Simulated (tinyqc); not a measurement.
## Index and thickness from Psi and Delta

Inverse problem. Air (index 1), film, substrate with N2 = n2 - i k2; time factor exp(+i w t). q_j = sqrt(N_j^2 - sin^2 th), root with positive real part. Fresnel coefficients r_s = (q_a - q_b)/(q_a + q_b), r_p = (N_b^2 q_a - N_a^2 q_b)/(N_b^2 q_a + N_a^2 q_b). tan(Psi) exp(i Delta) = R_p/R_s, Delta taken from 0 to 360 degrees. beta = 2 pi d q1/lam, X = exp(-2 i beta), R = (r01 + r12 X)/(1 + r01 r12 X) for p and s. The film is transparent, with 1.15 < n1 < 2.9 and d under half a period. Find n1, d and the period.

Values chosen for this exercise:
```
symbol,value,unit,meaning
lam,800,nm,wavelength
th,70,degrees,angle of incidence
n2,3.692,,index of the substrate
k2,0.0065,,extinction coefficient of the substrate
```

Psi = 23.273117 degrees
Delta = 96.571393 degrees

Answer. Two measured angles fix two unknowns; a search from many starts finds one solution in the range given. Thicker films with d plus a multiple of the period give the same angles.

n1 = 1.313
d = 81.00 nm
period = 436.2 nm

Program tinyqc, `OMP_NUM_THREADS=1 python tinyqc.py 2870203 2870204 out.jsonl`; Intel Xeon 2.30GHz, shared host, one thread, about 0.4 s.
